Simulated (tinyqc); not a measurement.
# Threshold of a short bulk MOSFET: charge sharing, barrier lowering, narrow width, step by step

tinyqc, about 0.01 s, one thread, Intel Xeon 2.30GHz (shared host): `OMP_NUM_THREADS=1 python tinyqc.py 2002041 2002042 out.jsonl` Printed values are rounded.

n-channel device on a p-type body, depletion approximation, full ionisation. Uniform doping N = Na. Vbi from Boltzmann statistics is rough for the degenerate source. Cox = eps0 eox/tox.

Inputs (values chosen for the exercise); band and dielectric values close to those of silicon: temperature T = 300 K; band gap Eg = 1.14 eV; relative permittivity eps_r = 11.7; conduction-band density of states at T Nc = 2.75e19 cm^-3; valence-band density of states at T Nv = 2.64e19 cm^-3; relative permittivity of the gate insulator (close to silicon dioxide) eox = 3.9; insulator thickness tox = 3.1 nm; channel doping Na = 6.8e16 cm^-3; source and drain doping Nsd = 1e20 cm^-3; flat-band voltage for the doping Na Vfb = -0.74 V; junction depth xj = 36 nm; body-source voltage Vbs = -0.5 V; drain-source voltage Vds = 0.05 V; gate width W = 640 nm; shape factor of the fringing depletion at the width edges xw = 0; channel length L = 520 nm.

Constants: q = 1.602176634e-19 C, kB = 1.380649e-23 J/K, Vt = kB T/q, eps0 = 8.8541878128e-14 F/cm where lengths are in cm. Results are converted to the units shown.

## Long-channel threshold and scales

ni = sqrt(Nc Nv) exp(-Eg/(2 Vt)), Eg in volts; 2 pB = 2 Vt ln(N/ni); flat band Vfb - Vt ln(N/Na); Wd = sqrt(2 eps0 eps_r (2 pB - Vbs)/(q N)); body term q N Wd/Cox; long-channel VT0 = flat band + 2 pB + body term; Vbi = Vt ln(N Nsd/ni^2); scale length l = sqrt((eps_r/eox) tox Wd).

N = 6.8e16 cm^-3
2 pB = 0.8307055 V
flat band = -0.74 V
Wd = 159.0793 nm
body term = 0.1555899 V
VT0 = 0.2462954 V
Vbi = 1.019255 V
l = 38.46345 nm

## Short-channel and narrow-width shifts

Charge sharing (trapezoid; it ignores Vds): F = (xj/L)(sqrt(1 + 2 Wd/xj) - 1), lowering = body term times F. Barrier lowering: th = exp(-L/(2 l)) + 2 exp(-L/l), lowering = th [2 (Vbi - 2 pB) + Vds], DIBL = th. Narrow width: rise = body term times xw Wd/W. VT by each model = VT0 - lowering + rise.

F = 0.1479127
lowering by charge sharing = 23.01372 mV
th = 0.001162309
lowering of the barrier = 0.4964208 mV
DIBL = 1.162309 mV/V
narrow-width rise = 0 mV
VT, charge sharing = 0.2232816 V
VT, barrier lowering = 0.2457989 V

L is 13.5 scale lengths. The charge-sharing lowering is 46.4 times the barrier lowering; the first falls off as 1/L and the second exponentially. Both describe the same loss of gate control, so they are alternatives and are not added.
